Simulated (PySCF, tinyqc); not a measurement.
Worked calculation: RHF in the 6-31g basis, for H3-, spin multiplicity 1. The basis has no diffuse functions, so it cannot describe the extra electron: this is an exercise in the method, not the real anion. The lowest restricted solution is unstable here: a spin-polarised one lies 0.1013 hartree lower (PySCF). One step of it, computed by the program tinyqc.

Question. Iteration 3: DIIS coefficients. Solve [B -1; -1 0][c; lambda] = [0; -1] for the coefficients, which sum to one.

B (overlaps of the stored error matrices):
```
[[3.8388012e-01, 3.0709049e-03, -8.3907681e-04],
 [3.0709049e-03, 1.0049465e-02, 1.7432542e-03],
 [-8.3907681e-04, 1.7432542e-03, 4.1985722e-04]]
```

Give: DIIS coefficients.

Answer.

DIIS coefficients: [0.005, -0.191, 1.187]
